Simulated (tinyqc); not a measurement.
From wire to sheet: nanosheet or nanowire with hard walls, valleys of the Ge type.

Four ellipsoidal valleys along <111>: inverse mass tensor w = 1/mt + (1/ml - 1/mt) a a^T with a the unit axis. Device axes: x along the channel, z = [001], y = z x x. The Gamma and Delta valleys are left out; the heavy Delta valleys, about 0.18 eV up, lie lowest once the L levels pass about 0.2 eV.

Hard walls around a W x H rectangle. The block w_c of w in (y, z) confines; the transport mass follows from 1/m_x = w_xx - w_xc w_c^-1 w_cx. The cross-section problem c (w_yy ky^2 + 2 w_yz ky kz + w_zz kz^2), c = hbar^2/2m0, is solved in products sin(n pi y/W) sin(l pi z/H), n, l = 1 to 12; if w_yz = 0 the levels are c pi^2 (w_yy n^2/W^2 + w_zz l^2/H^2). The w_yz term couples (n, l) to (n', l') by -2 c w_yz D_nn'(W) D_ll'(H) with D_nm(L) = 4 n m/(L (n^2 - m^2)) for n + m odd and 0 otherwise.

Without degeneracy the line density is N1 exp((EF - Ec)/kB T) with N1 = sum 2 g sqrt(m_x kB T/(4 pi c)) exp(-E/kB T), here over n, l up to 80 where w_yz = 0 and over all levels of a 12 x 12 sine basis otherwise; the classical value is W H Nc with Nc = 2 g_all (m_dos kB T/(4 pi c))^(3/2), m_dos = (ml mt^2)^(1/3); dVt = kB T ln(W H Nc/N1).

Constants: hbar^2/2m0 = 3.80998211 eV angstrom^2; kB = 8.617333262e-05 eV/K.

Inputs chosen for the exercise (near those of Ge; shifted at random, so the results belong to these values and not to a real crystal): ml = 1.562 m0 (longitudinal mass); mt = 0.08 m0 (transverse mass); T = 300 K (temperature); g_all = 4 (number of valleys); channel = 100 (transport direction x on a (001) wafer); H = 74 angstrom (height, along z = [001]); Ws = (30, 40, 50, 65, 85, 110, 140) angstrom (widths).

Valleys:
```
group  valleys g     w_yy     w_zz   |w_yz|  m_x (m0)
A              4  8.54673  8.54673  3.95327   0.57400
```

Lowest level of each group (groups ordered by w_zz, then w_yy) and dVt against the width.

Results:
```
W (angstrom)  A1 (eV)  dVt (mV)
30             0.4064     358.7
40             0.2512     210.9
50             0.1799     145.3
85             0.0986      77.4
110            0.0819      65.9
140            0.0727      59.8
```

Give the missing row, W (angstrom) = 65.

Computed row:
```
W (angstrom)  A1 (eV)  dVt (mV)
65             0.1287     100.9
```

dVt falls from 359 to 60 mV. All valleys stay equivalent. At the widest W the lowest level is 0.0727 eV; the film limit c pi^2 w_zz/H^2 of that group is 0.0587 eV.

Computed by tinyqc, a small Python program: `OMP_NUM_THREADS=1 python tinyqc.py 1251311 1251312 out.jsonl` (the numbers bound the seed that draws the inputs); one thread of a shared host (Intel(R) Xeon(R) Processor @ 2.30GHz), about 0.3 s for the whole set of steps.
